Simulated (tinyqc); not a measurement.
Equation-of-state fits to an energy-volume table made by a known binding curve: one step, computed by the program tinyqc.

With x = (V/V_0)^(1/3), the energy per atom is E = D [m x^-n - n x^-m]/(n - m), so that B0 = D n m/(9 V_0) and B' = (n + m + 6)/3. B' = dB/dP at P = 0.

Problem. Errors of the Birch-Murnaghan fit. Third-order Birch-Murnaghan is a cubic in u = V^(-2/3): fit it by linear least squares, find the minimum, and take B0 = V E''(V), B' = -1 - V E'''/E'' there. Errors are fitted minus exact, relative; the pressure at c V_0 uses P = (3 B0/2) (x^7 - x^5) [1 + (3/4)(B' - 4)(x^2 - 1)], x = (V0/V)^(1/3) with the fitted values.

Inputs (values chosen for the exercise, for a model crystal): true volume V_0 = 25.1 angstrom^3/atom; compression V/V_0 for the pressure test = 0.9.

Binding curve: Mie. Noise: none.

fitted B0 = 39.66535 GPa

exact B0 = 39.57568 GPa

fitted B' = 6.909308

exact B' = 7

fitted V0 = 25.10111 angstrom^3

exact pressure at c V_0 = 6.054299 GPa

Give: error of B0; error of B'; fitted pressure at c V_0; error of that pressure.

Solution.

error of B0 = 0.2266 %

error of B' = -1.296 %

fitted pressure at c V_0 = 5.983 GPa

error of that pressure = -1.173 %
